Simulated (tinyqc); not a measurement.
# Field from the level spacing

Inverse problem. In a triangular well E_k = a_k (C F^2/mz1)^(1/3), a_1 = 2.338107, a_2 = 4.087949, C = hbar^2/(2 m0), F in eV/nm (1 MV/cm = 0.1 eV/nm). Find F, E_1, the mean distance 2 E_1/(3 F) of the lowest level and the sheet charge eps0 eps_r F/q behind such a field.

Inputs (values chosen for the exercise):
- eps_r = 11.7 (relative permittivity)
- mz1 = 0.928 m0 (mass along z of valley set A (2 valley(s)))

Constants: q = 1.602176634e-19 C, hbar = 1.054571817e-34 J s, m0 = 9.1093837015e-31 kg, eps0 = 8.8541878128e-14 F/cm where lengths are in cm, hbar^2/(2 m0) = 0.0380998212 eV nm^2. Results are converted to the units shown.

spacing of the two lowest levels = 134.35382 meV

Answer. The spacing over a_2 - a_1 is the energy scale (C F^2/mz1)^(1/3), which gives F.

F = 1.050 MV/cm
E_1 = 179.5 meV
mean distance = 1.140 nm
sheet charge over q = 6.789e12 cm^-2

Computed by the program tinyqc: `OMP_NUM_THREADS=1 python tinyqc.py 2160103 2160104 out.jsonl`, one thread of a shared Intel Xeon 2.30GHz, about 0.8 s for the whole run.
